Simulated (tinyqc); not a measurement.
# From step (C_lf - C_hf)/C_hf back to trap density N_t

Model: admittance spectroscopy and thermally stimulated current of one trap level in a depletion layer. Computed by tinyqc, a small Python program. Command: `OMP_NUM_THREADS=1 python tinyqc.py 3113328 3113329 out.jsonl admit inv`. One thread of a shared host (Intel(R) Xeon(R) Processor @ 2.30GHz), about 0.02 s of CPU time with the checks.

A Schottky junction on n-type material holds one donor-like electron trap; shallow donors are fully ionised and abrupt depletion edges are assumed.

Inputs (values chosen for the exercise, modelled on n-type silicon):
```
quantity,value,unit
dielectric constant eps,11.7,-
density-of-states mass m,1.05,m_0
shallow doping N,1.3e+16,1/cm^3
trap depth E_t below the band,0.242,eV
capture cross section sigma,2.2e-16,cm^2
band bending V_b,1,V
test frequency f,1000,Hz
```

Constants: k_B = 1.380649e-23 J/K; m_0 = 9.1093837015e-31 kg; h = 6.62607015e-34 J s; k_B = 8.617333262e-05 eV/K; eps_0 = 8.8541878128e-12 F/m; e = 1.602176634e-19 C.

Method:
- N_c = 2 (2 pi m k_B T/h^2)^(3/2), v_th = sqrt(3 k_B T/m), emission rate e_n = sigma v_th N_c exp(-E_t/(k_B T)).
- Where the level crosses the Fermi level capture equals emission, so the trap follows the signal with the rate 2 e_n; G/omega peaks at omega = 2 e_n (the correction for large N_t/N is left out).
- Solve 2 e_n(T_p) = 2 pi f.
- With E_c - E_F = k_B T_p ln(N_c/N): lambda = sqrt(2 eps eps_0 (E_t - (E_c - E_F))/(e^2 N)); traps are empty and charged for x < x_t = w - lambda, and V_b = e (N w^2 + N_t x_t^2)/(2 eps eps_0). High frequency: C_hf = eps eps_0/w. Low frequency: C_lf = eps eps_0 (N + N_t)/(N w + N_t x_t).

Question. A run gave the result below. Find the trap density N_t, known to lie between 3.5e+15 and 7.8e+15 1/cm^3.

step (C_lf - C_hf)/C_hf = 0.1043617

Answer.

Each step takes the trial c = (a f_b - b f_a)/(f_b - f_a), f being the result less the target and a, b, c the logarithms of the listed values; c replaces end b, the old b replaces a if the sign of f changed, and otherwise f_a is halved.

Scan of the range:
```
trap density N_t (1/cm^3),step (C_lf - C_hf)/C_hf
3.50e+15,0.089872
4.00e+15,0.101355
4.57e+15,0.114105
5.22e+15,0.128230
5.97e+15,0.144016
6.82e+15,0.161295
7.80e+15,0.180476
```

False position (Illinois rule, in the logarithm of the input) inside the bracket:
```
step,end a,end b,trial,step (C_lf - C_hf)/C_hf
1,4.00000e+15,4.57000e+15,4.12765e+15,0.104241
2,4.57000e+15,4.12765e+15,4.13279e+15,0.104357
3,4.57000e+15,4.13279e+15,4.13319e+15,0.104366
4,4.13279e+15,4.13319e+15,4.13300e+15,0.104362
```

Step (C_lf - C_hf)/C_hf rises at every point of a 13-point scan of the range (every second point is shown), so one value fits; it is bracketed by 4.00e15 and 4.57e15. Answer: trap density N_t = 4.133e15 1/cm^3.

Caution: N_t/N is not small, so the peak moves away from omega = 2 e_n.
